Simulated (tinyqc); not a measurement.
Pariser-Parr-Pople SCF with singles CI, for the molecule Oc1cnc2[nH]cnc2n1 (SMILES; centres numbered as the heavy atoms are written), step by step. One step of it, computed by the program tinyqc.

Question. PPP integrals. Ohno: gamma = 14.399645/sqrt(R^2 + a^2), a = 2 x 14.399645/(gamma_rr + gamma_ss); H_rr = -W_r - sum_(s != r) z_s gamma_rs; H_rs = beta for bonds.

Centres (angstrom, eV; a flat drawing with bonds scaled to 1.40 angstrom):
```
centre          x          y  core charge z          W   gamma_rr
1O      -3.206000   0.690000              2  33.000000  21.500000
2C      -1.887000   0.221000              1  11.160000  11.130000
3C      -1.633000  -1.155000              1  11.160000  11.130000
4N      -0.314000  -1.624000              1  14.100000  12.300000
5C       0.752000  -0.715000              1  11.160000  11.130000
6N       2.140000  -0.899000              2  25.600000  16.800000
7C       2.743000   0.364000              1  11.160000  11.130000
8N       1.729000   1.328000              1  14.100000  12.300000
9C       0.498000   0.661000              1  11.160000  11.130000
10N     -0.822000   1.130000              1  14.100000  12.300000
```

Resonance integrals (eV):
```
i    j       beta
1    2  -2.500000
2    3  -2.660000
3    4  -2.790000
4    5  -2.790000
5    6  -2.500000
6    7  -2.500000
7    8  -2.790000
8    9  -2.790000
9   10  -2.790000
10   2  -2.790000
9    5  -2.660000
```

Give: repulsion gamma_rs; core matrix H.

Answer.

repulsion gamma_rs (eV):
```
         1O      2C      3C      4N      5C      6N      7C      8N
1O   21.500   8.701   5.581   3.789   3.355   2.559   2.391   2.852
2C    8.701  11.130   7.556   5.297   4.668   3.345   2.994   3.621
3C    5.581   7.556  11.130   7.730   5.239   3.674   2.994   3.305
4N    3.789   5.297   7.730  12.300   7.726   5.249   3.742   3.813
5C    3.355   4.668   5.239   7.726  11.130   8.281   5.521   5.588
6N    2.559   3.345   3.674   5.249   8.281  16.800   8.283   5.826
7C    2.391   2.994   2.994   3.742   5.521   8.283  11.130   7.732
8N    2.852   3.621   3.305   3.813   5.588   5.826   7.732  12.300
9C    3.782   5.239   4.669   5.296   7.556   5.786   5.521   7.729
10N   5.604   7.729   5.297   4.744   5.296   3.866   3.742   5.118

         9C     10N
1O    3.782   5.604
2C    5.239   7.729
3C    4.669   5.297
4N    5.296   4.744
5C    7.556   5.296
6N    5.786   3.866
7C    5.521   3.742
8N    7.729   5.118
9C   11.130   7.727
10N   7.727  12.300
```

core matrix H (eV):
```
          1O       2C       3C       4N       5C       6N       7C       8N
1O   -74.172   -2.500    0.000    0.000    0.000    0.000    0.000    0.000
2C    -2.500  -72.356   -2.660    0.000    0.000    0.000    0.000    0.000
3C     0.000   -2.660  -66.458   -2.790    0.000    0.000    0.000    0.000
4N     0.000    0.000   -2.790  -70.524   -2.790    0.000    0.000    0.000
5C     0.000    0.000    0.000   -2.790  -76.028   -2.500    0.000    0.000
6N     0.000    0.000    0.000    0.000   -2.500  -75.028   -2.500    0.000
7C     0.000    0.000    0.000    0.000    0.000   -2.500  -64.755   -2.790
8N     0.000    0.000    0.000    0.000    0.000    0.000   -2.790  -68.364
9C     0.000    0.000    0.000    0.000   -2.660    0.000    0.000   -2.790
10N    0.000   -2.790    0.000    0.000    0.000    0.000    0.000    0.000

          9C      10N
1O     0.000    0.000
2C     0.000   -2.790
3C     0.000    0.000
4N     0.000    0.000
5C    -2.660    0.000
6N     0.000    0.000
7C     0.000    0.000
8N    -2.790    0.000
9C   -74.032   -2.790
10N   -2.790  -72.693
```
